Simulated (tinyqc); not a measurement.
Extended Hueckel theory, for BeH2, step by step. Computed by tinyqc, a small Python program that keeps every step (integrals from PySCF). Settings: charge = 0, K = 1.75, multiplicity = 1. Command: `OMP_NUM_THREADS=1 python tinyqc.py 27711 27712 out.jsonl` (the two numbers bound the seeds that draw the settings). One thread of a shared host (Intel(R) Xeon(R) Processor @ 2.60GHz), about 0.01 s of CPU time with the checks.

## Overlaps

Geometry (angstrom):
```
atom         x          y         z
Be    0.000000   0.000000  0.000000
H     0.000000   1.291000  0.140000
H     0.000000  -1.291000  0.140000
```

Parameters chosen for this run:
```
element  shell  Slater exponent   H_ii (eV)
H           1s         1.300000  -13.600000
Be          2s         0.975000  -10.000000
Be          2p         0.975000   -6.000000
```

Slater orbitals, each expanded in six Gaussians scaled to its exponent.

overlap S:
```
           1Be 2s   1Be 2px    1Be 2py   1Be 2pz     2H 1s      3H 1s
1Be 2s   1.000000  0.000000   0.000000  0.000000  0.466393   0.466393
1Be 2px  0.000000  1.000000   0.000000  0.000000  0.000000   0.000000
1Be 2py  0.000000  0.000000   1.000000  0.000000  0.547674  -0.547674
1Be 2pz  0.000000  0.000000   0.000000  1.000000  0.059391   0.059391
2H 1s    0.466393  0.000000   0.547674  0.059391  1.000000   0.036516
3H 1s    0.466393  0.000000  -0.547674  0.059391  0.036516   1.000000
```

## Wolfsberg-Helmholz matrix

diagonal H_ii (eV): 1Be 2s -10.000000, 1Be 2px -6.000000, 1Be 2py -6.000000, 1Be 2pz -6.000000, 2H 1s -13.600000, 3H 1s -13.600000

K = 1.750000

H_ij = K' S_ij (H_ii + H_jj)/2 for i != j (the diagonal keeps H_ii), with K' = 1.75.

H (eV):
```
             1Be 2s    1Be 2px    1Be 2py    1Be 2pz       2H 1s       3H 1s
1Be 2s   -10.000000   0.000000   0.000000   0.000000   -9.631006   -9.631006
1Be 2px    0.000000  -6.000000   0.000000   0.000000    0.000000    0.000000
1Be 2py    0.000000   0.000000  -6.000000   0.000000   -9.392602    9.392602
1Be 2pz    0.000000   0.000000   0.000000  -6.000000   -1.018563   -1.018563
2H 1s     -9.631006   0.000000  -9.392602  -1.018563  -13.600000   -0.869092
3H 1s     -9.631006   0.000000   9.392602  -1.018563   -0.869092  -13.600000
```

## Orbitals

valence electrons = 4

Solve H C = S C e through S^(-1/2); fill by pairs from the bottom, a degenerate level sharing its electrons equally; each orbital has its largest coefficient positive (the first on a tie).

orbital energies (eV): -15.731897  -13.990977  -6.056727  -6.000000  4.690796  19.669092

occupations: 2.000000  2.000000  0.000000  0.000000  0.000000  0.000000

coefficients:
```
              MO1        MO2        MO3       MO4        MO5        MO6
1Be 2s   0.390016   0.000000  -0.146844  0.000000   1.248282   0.000000
1Be 2px  0.000000   0.000000   0.000000  1.000000   0.000000   0.000000
1Be 2py  0.000000   0.247415   0.000000  0.000000   0.000000   1.608943
1Be 2pz  0.008435   0.000000   0.988106  0.000000   0.188264   0.000000
2H 1s    0.487305   0.571375   0.042538  0.000000  -0.775811  -1.024062
3H 1s    0.487305  -0.571375   0.042538  0.000000  -0.775811   1.024062
```

sum of one-electron energies = -59.445747 eV

## Mulliken analysis

P = C n C^T; charge = valence electrons (H 1, Be 2) minus the sum of (P S)_ii on the atom; overlap population = 2 sum P_ij S_ij between two atoms.

charges: 1Be 0.907974, 2H -0.453987, 3H -0.453987

Overlap populations:
```
pair      value
2-1    0.665232
3-1    0.665232
3-2   -0.013000
```
